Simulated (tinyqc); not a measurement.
Adding salt: a particle near a wafer in liquid: double-layer and van der Waals forces (DLVO), deposition barrier and removal. Computed by tinyqc, a small Python program. Command: `OMP_NUM_THREADS=1 python tinyqc.py 3113107 3113108 out.jsonl dlvo walk`. One thread of a shared host (Intel(R) Xeon(R) Processor @ 2.30GHz), about 0.01 s of CPU time with the checks.

Sphere and flat wall, Derjaguin approximation, constant potentials in the linear-superposition form, no retardation and no hydration force.

Inputs (values chosen for the exercise, of the order of those for silica on silica in water): particle radius R = 41 nm; Hamaker constant A = 4.6e-21 J; potential of the particle psi_1 = -55 mV; potential of the wafer psi_2 = -19 mV; salt concentration c = 0.0012 mol/L; valence z of the symmetric salt = 1; temperature T = 298 K; dielectric constant of the liquid = 78.4.

Constants: e = 1.602176634e-19 C; N_A = 6.02214076e+23 1/mol; eps_0 = 8.8541878128e-12 F/m; k_B = 1.380649e-23 J/K; k_B = 8.617333262e-05 eV/K.

Method:
- kappa^2 = 2 z^2 e^2 N_A (1000 c)/(eps eps_0 k_B T); gamma_i = tanh(z e psi_i/(4 k_B T)); Z = 64 pi eps eps_0 (k_B T/(z e))^2 gamma_1 gamma_2.
- The barrier height is zero when U = 0 and F = 0 together: kappa h = 1 and kappa = 6 Z/(e A), e = 2.718282 here; c follows from kappa^2, with the potentials held fixed.
- U(h) = Z R exp(-kappa h) - A R/(6 h); F(h) = -dU/dh = kappa Z R exp(-kappa h) - A R/(6 h^2), positive for repulsion.
- F = 0 reads x^2 exp(-x) = y with x = kappa h and y = A kappa/(6 Z); the left side peaks at x = 2 with 4/e^2 = 0.5413, so roots exist for smaller y: x < 2 is the barrier, x > 2 the secondary minimum.
- kappa scales as sqrt(c); potentials are held fixed. A dash marks rows without a maximum.

critical concentration = 1.44427 mol/L

kappa = 0.113975 1/nm

Z = 8.24031 pN

Against the concentration:
```
c (mol/L)  Debye length (nm)  barrier at (nm)  barrier (k_B T)  minimum at (nm)  minimum (k_B T)
1.44e-04              25.328           1.5838           72.315       2.5996e+02      -2.6525e-02
1.44e-03               8.009           0.9139           64.901       7.0533e+01      -9.6017e-02
1.44e-02               2.533           0.5400           52.201       1.8419e+01      -3.5775e-01
7.22e-02               1.131           0.3845           38.582       6.9243e+00      -9.2311e-01
2.89e-01               0.565           0.2987           22.837       2.8488e+00      -2.1496e+00
7.22e-01               0.358           0.2638           10.316       1.5138e+00      -3.8544e+00
1.30e+00               0.267           0.2532            1.589       9.6829e-01      -5.7180e+00
2.17e+00               0.206           0.2604           -6.095       6.1503e-01      -8.2549e+00
4.33e+00               0.146                -                -                -                -
```

What does the comparison show, and why?

At low salt the barrier tends to Z R = 82.1 k_B T; it is half of that between 0.014 and 0.072 mol/L and changes sign at 1.4 mol/L, while the secondary minimum deepens to -5.7 k_B T at 0.9 of that. Caution: above about 1 mol/L the Debye length is of molecular size and surface potentials do not stay fixed, so this value is formal.

Extremes, crossings and ranges named in words are read from the listed rows.
